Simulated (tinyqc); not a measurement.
Channel length: inversion-layer mobility, back-scattering and ballistic limit of a field-effect transistor. Computed by tinyqc, a small Python program. Command: `OMP_NUM_THREADS=1 python tinyqc.py 3023298 3023299 out.jsonl mos walk`. One thread of a shared host (Intel(R) Xeon(R) Processor @ 2.30GHz), about 0.01 s of CPU time with the checks.

The charge at the top of the source barrier is fixed by the gate; series resistance and short-channel effects are left out. F_j are Fermi integrals normalised to exp(eta) in the classical limit.

Inputs (values chosen for the exercise, modelled on an InGaAs n-channel): transport mass m = 0.045 m_0; valley degeneracy g_v = 1; weight w of the inversion charge = 0.5; permittivity eps = 13.9; phonon mobility at 1 MV/cm and 300 K, mu_ph = 3000 cm^2/(V s); roughness mobility at 1 MV/cm, mu_sr = 2600 cm^2/(V s); Coulomb mobility at N_inv = 1e12/cm^2, mu_C = 1600 cm^2/(V s); electrical oxide thickness t_inv = 3 nm; depletion charge N_dep = 1.9e+12 1/cm^2; gate overdrive V_G - V_T = 0.21 V; drain voltage V_D = 0.89 V; exponent a of the critical length = 0.56; temperature T = 300 K.

Statistics at the top of the barrier: Fermi-Dirac.

Constants: eps_0 = 8.8541878128e-12 F/m; e = 1.602176634e-19 C; m_0 = 9.1093837015e-31 kg; k_B = 1.380649e-23 J/K; hbar = 1.054571817e-34 J s; k_B = 8.617333262e-05 eV/K.

Method:
- N_inv = 3.9 eps_0 (V_G - V_T)/(e t_inv); effective field E_eff = e (N_dep + w N_inv)/(eps eps_0).
- mu_phonon = mu_ph (E_eff/1 MV/cm)^(-0.3) (T/300 K)^(-1.75); mu_rough = mu_sr (E_eff/1 MV/cm)^(-2); mu_Coulomb = mu_C (N_inv/1e12 cm^-2) (T/300 K); Matthiessen's rule adds 1/mu.
- F_j(eta) = (1/Gamma(j + 1)) int_0^infinity x^j/(1 + exp(x - eta)) dx, F_0 = ln(1 + exp(eta)). Integrals over x = E/(k_B T) use 160 Gauss-Legendre points in u = sqrt(x) from 0 to sqrt(max(eta, 0) + 32).
- Ballistic channel: N_2D = g_v m k_B T/(pi hbar^2), U = e V_D/(k_B T); eta_F solves N_inv = (N_2D/2)[F_0(eta_F) + F_0(eta_F - U)]; v_T = sqrt(2 k_B T/(pi m)); I/W = e (N_2D/2) v_T [F_1/2(eta_F) - F_1/2(eta_F - U)]; injection velocity v_T F_1/2(eta_F)/F_0(eta_F).
- Mean free path lambda = (2 k_B T/e)(mu/v_T) F_0(eta_0)/F_-1/2(eta_0), with eta_0 from N_inv = N_2D F_0(eta_0); critical length l = L (1 + U)^(-a), an empirical rule; back-scattering r = l/(l + lambda). Then eta solves N_inv = (N_2D/2)[(1 + r) F_0(eta) + (1 - r) F_0(eta - U)] and I/W = e (N_2D/2) v_T (1 - r)[F_1/2(eta) - F_1/2(eta - U)].
- The last column is the long-channel law e N_inv mu V/L with V = V_D - V_D^2/(2 V_ov) below pinch-off and V_ov/2 above, V_ov = V_G - V_T.

inversion density N_inv = 1.50869e+12 1/cm^2

effective mobility mu = 1423.42 cm^2/(V s)

ballistic current I/W = 1186.45 microampere/micrometre

Currents (microampere/micrometre):
```
L (nm)        r     I/W  ballistic ratio  long-channel law
5       0.01391  1146.9          0.96670            7225.4
10      0.02745  1109.9          0.93546            3612.7
20      0.05343  1042.3          0.87847            1806.4
40      0.10144   928.4          0.78247             903.2
80      0.18419   760.4          0.64092             451.6
160     0.31108   556.4          0.46893             225.8
400     0.53027   306.1          0.25797              90.3
1000    0.73837   143.3          0.12075              36.1
```

The current scales as L^-0.83 at the long end and as L^-0.05 at the short end, where it reaches 97 % of the ballistic 1190. The long-channel law passes the ballistic limit between 20.0 and 40.0 nm and has no meaning below. At 1000 nm the model gives 3.97 times the long-channel law; the rule for l is a fit for short devices and fails wherever the model exceeds that law. Raising mu by 10 % at 20 nm raises I by 1.1 %. Caution: the Fermi level lies so high that further subbands and non-parabolicity matter.

Extremes, crossings and ranges named in words are read from the listed rows.
